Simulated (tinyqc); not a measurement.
Frequency dispersion of an accumulation capacitance by border traps, distributed model: two steps of the calculation.

Traps spread evenly through the insulator exchange electrons with the semiconductor by tunnelling, with tau(x) = t0 exp(2 ka x) at depth x from the interface. The admittance per area Y seen at depth x obeys dY/dx = -Y^2/(i w eps0 eox) + q Nb ln(1 + i w tau)/tau, with Y(0) = i w Cs and w = 2 pi f; the gate sees Y(tox) = G + i w C. Working variable y = Y/(i w), in uF/cm^2. Cox = eps0 eox/tox.

Parameters, values chosen for the exercise; permittivity close to that of aluminium oxide:
- eox = 8.62 (relative permittivity of the insulator)
- tox = 11 nm (insulator thickness)
- Cs = 1.2 uF/cm^2 (semiconductor capacitance in accumulation)
- Nb = 2.5e19 cm^-3 eV^-1 (density of border traps)
- ka = 5.7 1/nm (decay constant of the wave function in the insulator)
- t0 = 5e-11 s (time constant of a trap at the interface)
- f = 1000 Hz (frequency)
- xe = 1.8 nm (depth down to which the steps are taken)

Constants: q = 1.602176634e-19 C, eps0 = 8.8541878128e-14 F/cm where lengths are in cm. Results are converted to the units shown.

Question 1. Midpoint steps through the active depth. In terms of y: dy/dx = -y^2/(eps0 eox) + s(x), s = q Nb ln(1 + z)/z, z = i w tau. 10 midpoint steps of h = xe/10: y_half = y + (h/2) y'(x, y), y(new) = y + h y'(x + h/2, y_half).

Wanted: x; s; y.

Answer 1.

```
point   x (nm)  s (uF/(cm^2 nm))     y (uF/cm^2)
0            0  0.40054+0.00000i  1.2000+0.0000i
1      0.18000  0.40054+0.00000i  1.2370+0.0000i
2      0.36000  0.40054+0.00000i  1.2720+0.0000i
3      0.54000  0.40054-0.00003i  1.3049+0.0000i
4      0.72000  0.40054-0.00023i  1.3359+0.0000i
5      0.90000  0.40053-0.00180i  1.3649-0.0001i
6       1.0800  0.39989-0.01396i  1.3922-0.0010i
7       1.2600  0.36687-0.09540i  1.4168-0.0078i
8       1.4400  0.12671-0.13912i  1.4158-0.0351i
9       1.6200  0.01873-0.04250i  1.3785-0.0471i
10      1.8000  0.00245-0.00867i  1.3363-0.0475i
```

Question 2. Capacitance and conductance at the gate. Beyond xe the traps are ignored, so 1/y(tox) = 1/y(xe) + (tox - xe)/(eps0 eox); C = Re y, G/w = -Im y, loss tangent G/(w C).

y at xe = 1.3362577-0.0474683i uF/cm^2

Find: y at the gate; C; G/w; loss tangent.

Answer 2.

y at the gate = 0.51199-0.00696i uF/cm^2
C = 0.51199 uF/cm^2
G/w = 0.0069610 uF/cm^2
loss tangent = 0.013596

Program tinyqc, `OMP_NUM_THREADS=1 python tinyqc.py 2202033 2202034 out.jsonl`; Intel Xeon 2.30GHz, shared host, one thread, about 0.7 s.
